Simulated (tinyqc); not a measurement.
Inside a calculation. Model: off-state leakage of single and stacked transistors.

Program tinyqc, `OMP_NUM_THREADS=1 python tinyqc.py 2242147 2242148 out.jsonl`; Intel Xeon 2.30GHz, shared host, one thread, about 0.04 s. Printed values are rounded.

n-channel devices of unit width. Subthreshold current I(Vg, Vs, Vd) = I0 (T/300 K)^0.5 exp[(Vg - Vs - VT(T) - gb (Vs - Vb) + dd (Vd - Vs))/(nf Vt)] (1 - exp(-(Vd - Vs)/Vt)), VT(T) = VT - cT (T - 300 K). Gate-edge tunnelling Ig (Vd/1 V) exp(ag (Vd - 1 V)), for a gate at 0 V, and band-to-band leakage Ab u exp(-Bb/u), u = Vd - Vb + 1 V, flow at a drain held at V; both are taken as independent of T. In a stack of off transistors (all gates at 0 V) the same subthreshold current passes through each.

Values chosen for this exercise; values of the order met in bulk silicon logic transistors:

| symbol | value | unit | meaning |
|---|---|---|---|
| T | 398 | K | temperature |
| V | 0.9 | V | supply voltage |
| VT | 0.4 | V | threshold at 300 K, zero drain and body bias |
| cT | 0.6 | mV/K | fall of the threshold with temperature |
| I0 | 0.5 | uA/um | current at threshold at 300 K |
| nf | 1.27 |  | slope factor |
| dd | 0.1 |  | drain-induced lowering per volt |
| gb | 0.1 |  | rise of the threshold per volt of source-body bias |
| Ig | 8e-6 | uA/um | gate-edge tunnelling current at 1 V |
| ag | 4.1 | 1/V | exponential slope of the gate current |
| Ab | 70 | uA/(um V) | prefactor of band-to-band leakage at the drain |
| Bb | 23 | V | its exponential voltage |
| Vb | -0.6 | V | body voltage |

Constants: q = 1.602176634e-19 C, kB = 1.380649e-23 J/K, Vt = kB T/q. Results are converted to the units shown.

## Leakage of one transistor

Vg = Vs = 0, Vd = V; effective threshold VT(T) - gb Vb - dd V.

effective threshold = 0.3112 V
parts (nA/um): subthreshold 0.454440, gate edge 0.00477828, band-to-band 17.6819
total = 18.1411 nA/um
shares (%): subthreshold 2.50503, gate edge 0.0263395, band-to-band 97.4686

The band-to-band part is the largest.

## Starting value

Vx = dd V/(1 + gb + 2 dd), the solution for Vx well above Vt, rounded to three decimals.

Vx at the start = 0.069 V

## Iteration 1: new Vx

Stack of two, Vx the node between them: I_low = I(0, 0, Vx), I_up = I(0, Vx, V), f = ln(I_up/I_low), f' = -(1 + gb + 2 dd)/(nf Vt) - 1/(Vt (exp(Vx/Vt) - 1)) - 1/(Vt (exp((V - Vx)/Vt) - 1)), Vx(new) = Vx - f/f'.

I_low = 0.0584198 nA/um
I_up = 0.0679054 nA/um
f = 0.150461
f' = -34.3474 1/V
Vx after iteration 1 = 0.0733806 V

## Iteration 2: new Vx

As before.

I_low = 0.0601027 nA/um
I_up = 0.0601855 nA/um
f = 0.00137664
f' = -33.7357 1/V
Vx after iteration 2 = 0.0734214 V

## Course of the iteration

Stop when the step is below 1e-11 V, or after 40 iterations.

Course of the iteration:
```
iteration  Vx before the step (V)  step (V)
1                           0.069   4.38e-3
2                       0.0733806   4.08e-5
3                       0.0734214   3.17e-9
4                       0.0734214   < 1e-15
```

Converged in 4 iterations. The subthreshold current of the stack is 0.06012 nA/um, 7.56 times less than that of one transistor (the drain leakage is unchanged); the estimate exp[dd V (1 + gb + dd)/((1 + gb + 2 dd) nf Vt)] gives 6.73.
